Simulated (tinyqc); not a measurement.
## Gate work function from the charge

Question. For an undoped double gate, Q = 8 eps0 eps_r Vt beta tan(beta)/ts with 0 < beta < pi/2, and at the source (Vg - dphi)/(2 Vt) - ln[(2/ts) sqrt(2 eps0 eps_r Vt/(q ni))] = ln(beta) - ln(cos beta) + 2 r beta tan(beta), r = eps_r tox/(eox ts). Find beta and dphi.

Inputs (values chosen for the exercise); material values close to those of silicon: temperature T = 300 K; relative permittivity of the semiconductor eps_r = 11.8; relative permittivity of the gate insulator eox = 7.75; insulator thickness tox = 3.3 nm; body thickness ts = 12 nm; gate voltage Vg = 0.87 V.

Constants: q = 1.602176634e-19 C, kB = 1.380649e-23 J/K, Vt = kB T/q, eps0 = 8.8541878128e-14 F/cm where lengths are in cm. Results are converted to the units shown.

Qs = 470.64729 nC/cm^2
ni = 1.5890341e10 cm^-3

Answer. beta tan(beta) rises from 0 without bound on the interval, so the charge fixes beta; the second relation is then explicit in dphi.

beta = 1.155
dphi = 0.2400 V

tinyqc, about 0.01 s, one thread, Intel Xeon 2.30GHz (shared host): `OMP_NUM_THREADS=1 python tinyqc.py 2440061 2440062 out.jsonl`
